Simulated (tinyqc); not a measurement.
# MOSFET in the linear regime without short-channel effects, parameter extraction from computed curves, step by step

Program tinyqc, `OMP_NUM_THREADS=1 python tinyqc.py 2210081 2210082 out.jsonl`; Intel Xeon 2.30GHz, shared host, one thread, about 0.01 s. Printed values are rounded.

Inversion charge Q = Cox n Vt W0(exp((Vg - VT)/(n Vt))), W0 the Lambert function and n = nf; u = Q/Cox; mobility mu = mu0/(1 + th1 u + th2 u^2); channel resistance Rch = (L - dL)/(W mu Q); Id = Vd/(Rch + Rsd/W). Cox = eps0 eox/tox. Small Vd, no channel-length or drain effects.

Values chosen for this exercise; channel values of the order met in silicon transistors: temperature T = 300 K; relative permittivity of the gate insulator (close to silicon dioxide) eox = 3.9; insulator thickness tox = 2.3 nm; low-field mobility mu0 = 150 cm^2/(V s); first mobility attenuation factor th1 = 0.36 1/V; second mobility attenuation factor th2 = 0 1/V^2; threshold voltage VT = 0.23 V; body factor nf = 1.44; gate width W = 1 um; drawn gate length L = 0.45 um; drawn less effective length dL = 0.015 um; source plus drain resistance Rsd = 92 ohm um; drain voltage Vd = 0.01 V.

Constants: q = 1.602176634e-19 C, kB = 1.380649e-23 J/K, Vt = kB T/q, eps0 = 8.8541878128e-14 F/cm where lengths are in cm. Results are converted to the units shown.

## Transfer curve

Vg, point 0 to 11 (V): 0.03  0.13  0.23  0.33  0.43  0.53  0.63  0.73  0.83  0.93  1.03  1.13

u, mu, Rch and Id as defined.

```
point       u (V)  mu (cm^2/(V s))  Rch (ohm)     Id (uA)
0      1.72036e-4          149.991  1.12285e7  8.90586e-4
1      0.00237948          149.872  8.12461e5   0.0123069
2       0.0211130          148.868    92183.1    0.108372
3       0.0742822          146.093    26698.6    0.373265
4        0.148496          142.388    13703.0    0.724900
5        0.231902          138.442    9024.68     1.09689
6        0.319923          134.508    6733.00     1.46520
7        0.410631          130.682    5399.30     1.82106
8        0.503072          127.000    4534.93     2.16126
9        0.596717          123.475    3932.38     2.48486
10       0.691243          120.111    3489.72     2.79195
11       0.786440          116.903    3151.47     3.08311
```

## Threshold and mobility at the peak transconductance

gm_i = (Id_(i+1) - Id_(i-1))/(Vg_(i+1) - Vg_(i-1)); at the point j of largest gm the tangent meets the axis at V_ext = Vg_j - Id_j/gm_j; field-effect mobility gm_j L/(W Cox Vd) with the drawn L.

gm, point 1 to 10 (uS): 0.537405  1.80479  3.08264  3.61813  3.70151  3.62086  3.48029  3.31897  3.15347  2.99129
j = 5
V_ext = 0.233664 V
field-effect mobility = 110.944 cm^2/(V s)

V_ext is 3.7 mV above the model VT, and the mobility so found is 29 % below mu0 L/(L - dL) = 155 cm^2/(V s), the value for the drawn L; attenuation, series resistance and the slow approach of Q to a straight line all lower the peak gm.

## The Y function

Y_i = Id_i/sqrt(gm_i). For Id = beta Vd x/(1 + th x), x = Vg - VT, Y = sqrt(beta Vd) x whatever th. Slope s from points 7 and 10; VT_Y = Vg - Y/s at point 10; beta = s^2/Vd; mobility beta L/(W Cox) with the drawn L; th* = (beta Vd x/Id - 1)/x at point 10.

Y, point 1 to 10 (uA^0.5 V^0.5): 0.0167879  0.0806681  0.212596  0.381097  0.570131  0.770001  0.976152  1.18633  1.39929  1.61428
s = 2.12709 uA^0.5 V^-0.5
VT_Y = 0.271086 V
beta = 452.452 uA/V^2
mobility from Y = 135.612 cm^2/(V s)
th* = 0.302885 1/V

The mobility from Y is 13 % below mu0 L/(L - dL) = 155 cm^2/(V s), which it should reach in deep inversion when th2 = 0. th* compares with th1 + mu0 Cox Rsd/(L - dL) = 0.408 1/V, since series resistance enters like th1. The match is poor here: at these overdrives Q is not yet a straight line in Vg.
